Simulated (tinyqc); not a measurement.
Effective-mass impurity with a central-cell term, in a basis of Slater functions. Changing the central-cell range lambda. Computed by tinyqc, a small Python program. Command: `OMP_NUM_THREADS=1 python tinyqc.py 3001431 3001432 out.jsonl centralcell sweep`. One thread of a shared host (Intel(R) Xeon(R) Processor @ 2.30GHz), about 0.02 s of CPU time with the checks.

The envelope obeys H = -nabla^2 - (2/r) [Z + A exp(-kappa r)] in effective units, with kappa = a*/lambda; positive A deepens the well near the core.

Inputs (values chosen for the exercise, with screening close to that of CdS):

| quantity | value | unit |
|---|---|---|
| effective mass m | 0.487 | m_0 |
| dielectric constant eps | 8.43 | - |
| charge Z of the core | 1 | - |
| central-cell strength A | -1.6 | - |

Impurity: acceptor, one isotropic band.

Constants: Ry = 13.605693123 eV; a_0 = 0.529177210903 angstrom.

Method:
- Units: Ry* = Ry m/eps^2 and a* = a_0 eps/m, with m in m_0.
- kappa = a*/lambda; the hydrogenic ground state is bound by Z^2 Ry*.
- For s functions exp(-zeta r), with s = zeta_i + zeta_j: S = 2/s^3, T = zeta_i zeta_j S, V = -2 Z/s^2, W = -2 A/(s + kappa)^2; each function is normalised by dividing by sqrt(S_ii S_jj).
- Large basis: zeta_i = 0.06 x 1.6^(i-1), i = 1..22, same formulas; for p functions r exp(-zeta r): S = 24/s^5, T = zeta_i zeta_j S (centrifugal term included), V = -12 Z/s^4, W = -12 A/(s + kappa)^4; overlap eigenvalues below 1e-11 are dropped.
- Binding energies are -E Ry*; the effective quantum number is nu = Z/sqrt(-E); |psi(0)|^2 is given relative to the hydrogenic Z^3/(pi a*^3).

One run for each value:

| central-cell range lambda (angstrom) | 1s binding energy (meV) | 2s binding energy (meV) | 2p binding energy (meV) | relative \|psi(0)\|^2 | kappa (1/a*) |
|---|---|---|---|---|---|
| 0.73 | 88.52 | 22.71 | 23.31 | 0.5451 | 12.55 |
| 0.92 | 86.57 | 22.46 | 23.30 | 0.4670 | 9.96 |
| 1.10 | 84.66 | 22.21 | 23.30 | 0.4056 | 8.33 |
| 1.40 | 81.45 | 21.78 | 23.29 | 0.3244 | 6.54 |
| 1.80 | 77.32 | 21.22 | 23.26 | 0.2463 | 5.09 |
| 2.20 | 73.46 | 20.67 | 23.21 | 0.1911 | 4.16 |
| 2.80 | 68.23 | 19.91 | 23.11 | 0.1353 | 3.27 |
| 3.50 | 62.93 | 19.10 | 22.93 | 0.0944 | 2.62 |

Over the rows, 1s binding energy (meV) falls from 88.5 to 62.9 (exponent d ln y / d ln x -0.096 between the first rows and -0.36 between the last); 2s binding energy (meV) falls from 22.7 to 19.1 (exponent d ln y / d ln x -0.048 between the first rows and -0.19 between the last); 2p binding energy (meV) falls from 23.31 to 22.93 (exponent d ln y / d ln x -5.4e-4 between the first rows and -0.035 between the last). To first order the 1s shift grows as lambda^2 while kappa = a*/lambda is large against 2 Z, and more slowly after; 2p vanishes at the core and moves far less.
